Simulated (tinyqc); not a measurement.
# Surface potential of a MOS transistor: implicit equation and explicit approximations: two studies

p-type body, charge-sheet picture, depletion and inversion only, full ionisation (an idealisation for deep acceptors), Boltzmann statistics (rough once Na exp(x - xn) passes about Nc/7). In units of Vt: xg = (Vg - Vfb)/Vt, x = psi/Vt, G = gamma/sqrt(Vt), xn = (2 phiF + Vc)/Vt. The implicit equation is (xg - x)^2 = G^2 [x - 1 + exp(x - xn)] for x above about 3. Cox = eps0 eox/tox.

Inputs (values chosen for the exercise); band and dielectric values close to those of silicon: temperature T = 300 K; band gap Eg = 1.12 eV; relative permittivity eps_r = 11.7; conduction-band density of states at T Nc = 2.78e19 cm^-3; valence-band density of states at T Nv = 2.65e19 cm^-3; relative permittivity of the gate insulator (close to zirconium oxide) eox = 25.3; insulator thickness tox = 39 nm; acceptor density Na = 6.9e17 cm^-3; flat-band voltage Vfb = -0.48 V; channel-body voltage Vc = 1 V; gate-body voltage Vg = 3.21 V.

Constants: q = 1.602176634e-19 C, kB = 1.380649e-23 J/K, Vt = kB T/q, eps0 = 8.8541878128e-14 F/cm where lengths are in cm. Results are converted to the units shown.

Each table varies one quantity; the others keep the values above.

## Accuracy of the approximations against gate voltage

ni = sqrt(Nc Nv) exp(-Eg/(2 Vt)), Eg in volts; phiF = Vt ln(Na/ni); gamma = sqrt(2 q eps0 eps_r Na)/Cox; VT = Vfb + Vt (xn + G sqrt(xn - 1)). Depletion value a = 1 + [sqrt(G^2/4 + xg - 1) - G/2]^2; inversion value b = xn + ln[(xg - xn)^2/G^2 - xn + 1] and first guess y = min(a, b) - ln(1 + exp(-|a - b|)) if a > xn + 1, else b = y = a; one second-order correction with D = exp(y - xn), p = 2 (xg - y) + G^2 (1 + D), w = (xg - y)^2 - G^2 (y - 1 + D): z = y + 2 w/(p + sqrt(p^2 - 2 (2 - G^2 D) w)), or the Newton step z = y + w/p where the root is not real. N_inv = (Cox Vt G/q) [sqrt(x - 1 + exp(x - xn)) - sqrt(x - 1)] at the root. Lambert form (Cox m Vt/q) W0[(G/(2 m sqrt(xn - 1))) exp((Vg - VT)/(m Vt))], m = 1 + G/(2 sqrt(xn - 1)). Errors under 1e-4 mV, and the linear form below VT, are printed as 0.

Accuracy of the approximations against gate voltage:

| Vg (V) | psi (V) | x - xn | error of y (mV) | error of z (mV) | N_inv (cm^-2) | Cox (Vg - VT)/q (cm^-2) | Lambert form (cm^-2) |
|---|---|---|---|---|---|---|---|
| 2.2 | 1.6260 | -11.764 | 0 | 0 | 2.3740e5 | 0 | 1.9328e5 |
| 2.4 | 1.7773 | -5.9125 | 0.0167 | 0 | 7.8934e7 | 0 | 7.3564e7 |
| 2.6 | 1.9252 | -0.18965 | 4.95 | -5.63e-3 | 2.3112e10 | 2.2537e8 | 2.3140e10 |
| 2.8 | 2.0000 | 2.7029 | 14.4 | -1.07 | 3.9179e11 | 7.1723e11 | 3.9714e11 |
| 3 | 2.0258 | 3.7004 | 10.3 | -0.357 | 9.8902e11 | 1.4342e12 | 1.0024e12 |
| 3.2 | 2.0406 | 4.2740 | 7.76 | -0.143 | 1.6372e12 | 2.1513e12 | 1.6587e12 |
| 3.4 | 2.0512 | 4.6822 | 6.37 | -0.0760 | 2.3053e12 | 2.8683e12 | 2.3345e12 |
| 3.6 | 2.0595 | 5.0026 | 5.47 | -0.0469 | 2.9839e12 | 3.5853e12 | 3.0204e12 |
| 3.8 | 2.0663 | 5.2684 | 4.83 | -0.0319 | 3.6691e12 | 4.3023e12 | 3.7125e12 |

psi rises from 1.63 to 2.07 V and ends 5.3 Vt above 2 phiF + Vc. Among the rows the first guess is off by at most 14 mV (at Vg = 2.8 V) and the corrected value by at most 1.1 mV. In the last row the linear form is 17 % above N_inv and the Lambert form 1.2 % above it; in the first row the Lambert form is 19 % below it. For Vg = 2.8, 3, 3.2, 3.4, 3.6, 3.8 the electron quasi-Fermi level lies less than 2 Vt below the band edge at the surface, or above it, where degeneracy and confinement, left out, matter.

## Effect of the acceptor density at fixed gate voltage

Same model as above.

Vfb is held fixed.

Effect of the acceptor density at fixed gate voltage:

| Na (cm^-3) | psi (V) | x - xn | error of y (mV) | error of z (mV) | N_inv (cm^-2) | Cox (Vg - VT)/q (cm^-2) | Lambert form (cm^-2) |
|---|---|---|---|---|---|---|---|
| 2.3e16 | 1.9737 | 8.4864 | 6.34 | -0.0770 | 5.3920e12 | 6.2226e12 | 5.5422e12 |
| 5e16 | 1.9927 | 7.6681 | 5.97 | -0.0631 | 4.9573e12 | 5.7263e12 | 5.0755e12 |
| 1.1e17 | 2.0113 | 6.8114 | 5.71 | -0.0544 | 4.3377e12 | 5.0453e12 | 4.4250e12 |
| 2.3e17 | 2.0272 | 5.9526 | 5.73 | -0.0549 | 3.5213e12 | 4.1687e12 | 3.5812e12 |
| 5e17 | 2.0396 | 4.8793 | 6.58 | -0.0846 | 2.3083e12 | 2.8753e12 | 2.3409e12 |
| 1.1e18 | 2.0301 | 2.9325 | 12.4 | -0.659 | 6.1152e11 | 9.8527e11 | 6.1863e11 |
| 2.3e18 | 1.7137 | -10.781 | 1.98e-4 | 0 | 1.1279e6 | 0 | 9.0408e5 |

What does the table show?

As Na goes from 2.3e16 to 2.3e18, psi goes from 1.97 through a maximum of 2.04 (at Na = 5e17 among the rows listed) to 1.71 V, x - xn falls from 8.49 to -10.8 and N_inv falls from 5.39e12 to 1.13e6 cm^-2. The Lambert form lies between 0.802 and 1.03 times N_inv. For Na = 2.3e16, 5e16, 1.1e17, 2.3e17, 5e17, 1.1e18 the electron quasi-Fermi level lies less than 2 Vt below the band edge at the surface, or above it, where degeneracy and confinement, left out, matter.

Numbers from tinyqc (`OMP_NUM_THREADS=1 python tinyqc.py 2122098 2122099 out.jsonl`; about 0.01 s on one thread of a shared Intel Xeon 2.30GHz).
